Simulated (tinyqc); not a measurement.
From results back to parameters: nanosheet or nanowire with hard walls, valleys of the Si type. Four cases, with inputs chosen for the exercise.

Problem. In a hard-walled rectangle E(n, l) = c pi^2 (n^2/(m_y W^2) + l^2/(m_z H^2)), c = hbar^2/2m0. Two levels were computed from hidden W and H.

Constants: hbar^2/2m0 = 3.80998211 eV angstrom^2.

Find: width term; height term; W; H.

Method. The difference of the two levels is three times the width term; the rest of E(1, 1) is the height term.

Case 1.

Values chosen (out of a larger set: near those of Si; not measured data): m_y = 0.192 m0 (mass across the width); m_z = 0.898 m0 (mass along the height).

E(1, 1) = 0.027377 eV
E(2, 1) = 0.080669 eV

Solution.

width term = 17.76 meV
height term = 9.61 meV
W = 105.0 angstrom
H = 66.0 angstrom

Case 2.

Values chosen (out of a larger set: near those of Si; not measured data): m_y = 0.187 m0 (mass across the width); m_z = 0.917 m0 (mass along the height).

E(1, 1) = 0.045527 eV
E(2, 1) = 0.112370 eV

Solution.

width term = 22.28 meV
height term = 23.25 meV
W = 95.0 angstrom
H = 42.0 angstrom

Case 3.

Values chosen (out of a larger set: near those of Si; not measured data): m_y = 0.191 m0 (mass across the width); m_z = 0.919 m0 (mass along the height).

E(1, 1) = 0.038423 eV
E(2, 1) = 0.047506 eV

Solution.

width term = 3.03 meV
height term = 35.40 meV
W = 255.0 angstrom
H = 34.0 angstrom

Case 4.

Values chosen (out of a larger set: near those of Si; not measured data): m_y = 0.19 m0 (mass across the width); m_z = 0.93 m0 (mass along the height).

E(1, 1) = 0.028126 eV
E(2, 1) = 0.043740 eV

Solution.

width term = 5.20 meV
height term = 22.92 meV
W = 195.0 angstrom
H = 42.0 angstrom

Computed by tinyqc, one run a case: `OMP_NUM_THREADS=1 python tinyqc.py N N+1 out.jsonl` with N = 1252081, 1252118, 1252169, 1252182; one thread of a shared Intel(R) Xeon(R) Processor @ 2.30GHz, about 0.04 s a run at most.
